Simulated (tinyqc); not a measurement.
# Hydrogen passivation and dissociation of interface defects with a spread of activation energies, step by step

A worked calculation. Computed by tinyqc, a small Python program that keeps every step. Command: `OMP_NUM_THREADS=1 python tinyqc.py 3022037 3022038 out.jsonl passivation walk`. One thread of a shared host (Intel(R) Xeon(R) Processor @ 2.30GHz), about 0.01 s of CPU time with the checks. Intermediate numbers are printed to about 6 digits and carried at full precision; extremes and crossings named in words are read from the listed rows.

Active defects P react as P + H2 -> HP + H and HP -> P + H; released atomic hydrogen is removed. All defects start active. Activation energies are normally distributed, independently for the two reactions.

Inputs (values chosen for the exercise, for a model interface):
```
quantity                        value    unit
defect density N_0              2e+12   cm^-2
mean passivation energy E_f      1.54      eV
spread s_f                      0.089      eV
prefactor k_f0                6.4e-08  cm^3/s
mean dissociation energy E_d     2.84      eV
spread s_d                      0.091      eV
prefactor k_d0                1.4e+13     1/s
dissolved hydrogen [H2]       4.4e+16   cm^-3
anneal temperature T              610       K
anneal time t                    3100       s
```

Ambient: hydrogen.

Constants: k_B = 8.617333262e-05 eV/K.

## Sites at the mean energies

a = k_f0 [H2] exp(-E_f/k_B T), b = k_d0 exp(-E_d/k_B T); the active share of one kind of site is b/(a + b) + (a/(a + b)) exp(-(a + b) t).

passivation rate a = 5.32425e-04 1/s

dissociation rate b = 4.81108e-11 1/s

active share, single energy = 0.191951

steady active share, single energy = 9.03617e-08

## A five-point average

Gauss-Hermite nodes for a unit normal variable, z = 0, +/-1.355626, +/-2.856970 with weights 0.533333, 0.222076, 0.011257; E_f + s_f z is varied at the mean E_d.

Nodes:
```
z            weight  energy (eV)   rate (1/s)  active share
-2.856970  0.011257      1.28573  6.71463e-02   7.16507e-10
-1.355626  0.222076      1.41935  5.28526e-03   8.57312e-08
0.000000   0.533333      1.54000  5.32425e-04   1.91951e-01
1.355626   0.222076      1.66065  5.36352e-05   8.46818e-01
2.856970   0.011257      1.79427  4.22177e-06   9.86998e-01
```

active share, five points = 0.301542

Caution: the spread exceeds 1.3 k_B T, so the integrand is step-like and five points are a rough average.

## Average over the spread

Full average: z from -5 to 5 in steps of 0.125 with normalised weights exp(-z^2/2), energy = mean + spread x z, over both energies.

active share = 0.311734

active defects = 6.23468e+11 cm^-2

The spread changes the active share from 0.192 to 0.312: sites that passivate slowly or dissociate easily weigh most in the average.

## Isochronal anneals

The formulas are those given above.

Same time, other temperatures:
```
T (K)      a (1/s)      b (1/s)  active share, single energy  active share, spread
450    1.59365e-08  2.18538e-19                  9.99951e-01           9.99337e-01
525    4.63749e-06  7.64413e-15                  9.85727e-01           9.37579e-01
600    3.26740e-04  1.95514e-11                  3.63167e-01           4.02026e-01
675    8.94277e-03  8.74436e-09                  9.77813e-07           1.85441e-02
750    1.26266e-01  1.15390e-06                  9.13852e-06           1.03198e-04
825    1.10166e+00  6.26720e-05                  5.68856e-05           2.80746e-04
900    6.69903e+00  1.74915e-03                  2.61037e-04           9.90757e-04
975    3.08580e+01  2.92522e-02                  9.47065e-04           2.91135e-03
1050   1.14277e+02  3.27136e-01                  2.85449e-03           7.35498e-03
1125   3.55415e+02  2.65148e+00                  7.40498e-03           1.63507e-02
```

The active share is lowest, 1.03e-4, at 750 K of those listed: below, passivation is too slow for this time, and above, dissociation competes. A single energy would promise 9.78e-7 (at 675 K), so among these rows the spread raises the floor by a factor 110.

## Isothermal kinetics

Times are decades about 1/(a + b) of the mean site. The last column is the part of the change still to come; rows stop once it is below 1e-5.

Against time:
```
t (s)     active share, single energy  active share, spread  unreacted part
2.00e+00                  9.98936e-01           9.95677e-01     9.95677e-01
2.00e+01                  9.89408e-01           9.63320e-01     9.63320e-01
2.00e+02                  8.98989e-01           7.91830e-01     7.91830e-01
2.00e+03                  3.44780e-01           3.91723e-01     3.91722e-01
2.00e+04                  2.38269e-05           7.57646e-02     7.57630e-02
2.00e+05                  9.03617e-08           4.15781e-03     4.15612e-03
2.00e+06                  9.03617e-08           5.50017e-05     5.33088e-05
```

A single energy finishes within about two decades of time. With the spread the unreacted part is 0.96 at 20 s and still 0.076 at 20000 s, where one energy leaves 2.4e-5: a width of s/k_B T = 1.69 in ln(rate) stretches the decay markedly.

Checks made by the program: the average on a grid twice as fine (relative difference 5e-08).
